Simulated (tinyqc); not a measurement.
Comparisons within one model: Penn model of the dielectric constant and Phillips ionicity. A value that a table varies takes the place of the one given here.

n = 32/a^3; Ep^2 = 8 pi c e2 n with c = hbar^2/2m0, e2 = e^2/(4 pi eps0); EF = c (3 pi^2 n)^(2/3); eps = 1 + (Ep/Eg)^2 S with S = 1 - Eg/(4 EF) + (Eg/(4 EF))^2/3, Eg the Penn gap. Core d shells are left out.

Phillips: bond length d = sqrt(3) a/4; homopolar gap Eh = 39.74 d^(-2.48) eV (d in angstrom); Eg^2 = Eh^2 + C^2; ionicity fi = C^2/Eg^2.

Constants: hbar^2/2m0 = 3.80998211 eV angstrom^2; e^2/(4 pi eps0) = 14.39964547 eV angstrom.

Parameters, chosen for this exercise (out of a larger set: near those of InSb; not measured data): a = 6.464 angstrom (cubic lattice constant, 32 valence electrons a cell); C0 = 2.25 eV (ionic gap, held fixed); ei = 15.98 (high-frequency dielectric constant).

## Dielectric constant under pressure

The lattice constant is scaled by the factor listed; C = C0.

Results:
```
factor  Eh (eV)  Eg (eV)  Ep (eV)     eps     fi
0.94      3.608    4.252   14.025  10.757  0.280
0.96      3.425    4.098   13.589  10.859  0.301
0.98      3.254    3.956   13.175  10.936  0.323
0.99      3.173    3.890   12.976  10.965  0.335
1.00      3.095    3.826   12.781  10.988  0.346
1.01      3.020    3.766   12.592  11.005  0.357
1.02      2.947    3.707   12.407  11.017  0.368
1.04      2.808    3.598   12.051  11.021  0.391
```

How do the results move?

d ln eps/d ln a = +0.18 around factor 1: eps falls under compression. Ep^2 goes as a^-3 and Eh^2 as a^-4.96; with C fixed Eg^2 goes as a^-3.25 at fi = 0.346, and leaving S aside the two powers balance at fi = 0.395. The slope is a difference of two powers and the model omits d shells and any change of C, so it is no prediction for a real crystal; eps from C0 (row 1.00) need not match a measured ei.

## What moves the Penn gap and the ionicity

Eg from ei; fi = 1 - (Eh/Eg)^2, printed even where negative. Each row changes one parameter from the base and keeps the others.

Results:
```
case                Ep (eV)  Eg (eV)  Eh (eV)     fi
base                 12.781    3.155    3.095  0.038
a = 6.593 angstrom   12.408    3.062    2.947  0.074
ei = 14.38           12.781    3.330    3.095  0.136
```

How do the results move?

The largest shifts from the base row, up to three for each result and ties (the steps differ in size, so this ranks the rows, not the parameters). Ep (eV): a -0.373; unchanged at the printed digits by ei. Eg (eV): ei +0.175, a -0.093. Eh (eV): a -0.148; unchanged at the printed digits by ei. fi: ei +0.098, a +0.036. With the tabulated Phillips C of about 2.1 eV, fi would be 0.32; this model leaves out the d-shell factor.

tinyqc: `OMP_NUM_THREADS=1 python tinyqc.py 1680845 1680846 out.jsonl`; about 0.01 s, one thread, shared Intel(R) Xeon(R) Processor @ 2.30GHz.
